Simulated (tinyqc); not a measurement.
Lateral field, substrate current, probability of reaching the oxide barrier and hot-carrier lifetime of a silicon transistor (pseudo-two-dimensional and lucky-electron models): one step, computed by the program tinyqc. Command: `OMP_NUM_THREADS=1 python tinyqc.py 3024723 3024724 out.jsonl hotcar walk`. One thread of a shared host (Intel(R) Xeon(R) Processor @ 2.30GHz), about 0.01 s of CPU time with the checks.

Local-field models: a lucky carrier gains its energy at the peak field over a path free of collisions. Voltages are magnitudes.

Task: Hot-carrier currents and lifetime. C_ox = 3.9 eps_0/t; F_sat = 2 v_s/mu; V_Dsat = V_ov F_sat L/(V_ov + F_sat L), V_ov = V_G - V_T; I_D/W = C_ox v_s (V_ov - V_Dsat). Scale length l = 0.22 t^(1/3) x_j^(1/2) (all in cm); F_m = sqrt(((V_D - V_Dsat)/l_e)^2 + F_sat^2), with l_e = l; length of the velocity-saturated region l_e ln((V_D - V_Dsat)/(l_e F_sat) + F_m/F_sat). Substrate current I_sub/I_D = (A_i/B_i)(V_D - V_Dsat) exp(-B_i/F_m); probability of reaching the oxide barrier exp(-phi_b/(e lambda F_m)); lifetime tau = (H/(I_D/W)) exp(phi_it/(e lambda F_m)).

Inputs (values chosen for the exercise, modelled on a silicon n-channel):
```
quantity                             value                      unit
channel length L                       710                        nm
oxide thickness t                       15                        nm
junction depth x_j                     180                        nm
mobility mu                            330                cm^2/(V s)
saturation velocity v_s               0.82                  1e7 cm/s
threshold voltage V_T                 0.59                         V
gate voltage V_G                       2.5                         V
drain voltage V_D                      4.4                         V
ionisation prefactor A_i           1.8e+06                      1/cm
ionisation field B_i                  1.73                     MV/cm
hot-carrier mean free path lambda      7.3                        nm
oxide barrier phi_b                    3.1                        eV
interface-trap threshold phi_it        3.7                        eV
lifetime constant H                     10  s microampere/micrometre
```

Drain: abrupt.

Constants: eps_0 = 8.8541878128e-12 F/m.

Give: I_sub/I_D; substrate current I_sub/W; probability of reaching phi_b; lifetime tau; exponent m = phi_it/(e lambda B_i).

Result:

I_sub/I_D = 0.01029

substrate current I_sub/W = 1.303 microampere/micrometre

probability of reaching phi_b = 7.111e-07

lifetime tau = 1.720e+06 s

exponent m = phi_it/(e lambda B_i) = 2.930

Since both exponentials depend on 1/F_m, tau I_D scales about as (I_sub/I_D)^(-m) with m = 2.93, which lets I_sub serve as the monitor. The lifetime is 0.00545 times ten years (3.156e8 s).
